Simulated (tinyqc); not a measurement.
Metal gate on a two-layer dielectric stack with fixed charge and a dipole: one step of the calculation.

Gate, layer 2, layer 1, p-type semiconductor; x runs from the gate inwards. Charges are counted in units of +q. psi is the band bending at the surface, positive towards inversion. Classical charge, Boltzmann statistics, no interface traps.

Question. Flat-band voltage, term by term. EOT = 3.9 (t1/e1 + t2/e2), Cox = eps0/(t1/e1 + t2/e2); phi_ms = pM - (chi + Eg - Vt ln(Nv/Na)). Vfb = phi_ms + Vd - (q/eps0) [Q1 (t1/e1 + t2/e2) + Q2 t2/e2 + r1 (t1^2/(2 e1) + t1 t2/e2) + r2 t2^2/(2 e2)]: each charge counts with its electrical distance from the gate.

Inputs (values chosen for the exercise); band and dielectric values close to those of silicon, layer 1 close to silicon dioxide, layer 2 close to hafnium oxide: temperature T = 300 K; band gap Eg = 1.11 eV; valence-band density of states at T Nv = 2.63e19 cm^-3; electron affinity chi = 4.13 eV; acceptor density Na = 8e16 cm^-3; work function of the gate metal pM = 4.64 eV; thickness of layer 1, next to the semiconductor t1 = 0.4 nm; relative permittivity of layer 1 e1 = 3.75; thickness of layer 2, next to the gate t2 = 5.1 nm; relative permittivity of layer 2 e2 = 22.8; fixed charge at the semiconductor interface Q1 = 6.1e11 cm^-2; fixed charge between the layers Q2 = 3.7e11 cm^-2; uniform charge density in layer 1 r1 = 8.1e18 cm^-3; uniform charge density in layer 2 r2 = 6.4e17 cm^-3; flat-band shift by a dipole layer between the layers Vd = 0 V.

Constants: q = 1.602176634e-19 C, kB = 1.380649e-23 J/K, Vt = kB T/q, eps0 = 8.8541878128e-14 F/cm where lengths are in cm. Results are converted to the units shown.

Wanted: terms; Vfb.

Answer.

terms (V): phi_ms -0.4502, dipole 0.0000, Q1 -0.0365, Q2 -0.0150, r1 -0.0162, r2 -0.0066
Vfb = -0.5245 V

Apart from phi_ms the largest term is that of Q1, -36.5 mV; all charges and the dipole together move Vfb by -74.3 mV.

Numbers from tinyqc (`OMP_NUM_THREADS=1 python tinyqc.py 2010163 2010164 out.jsonl`; about 0.01 s on one thread of a shared Intel Xeon 2.30GHz).
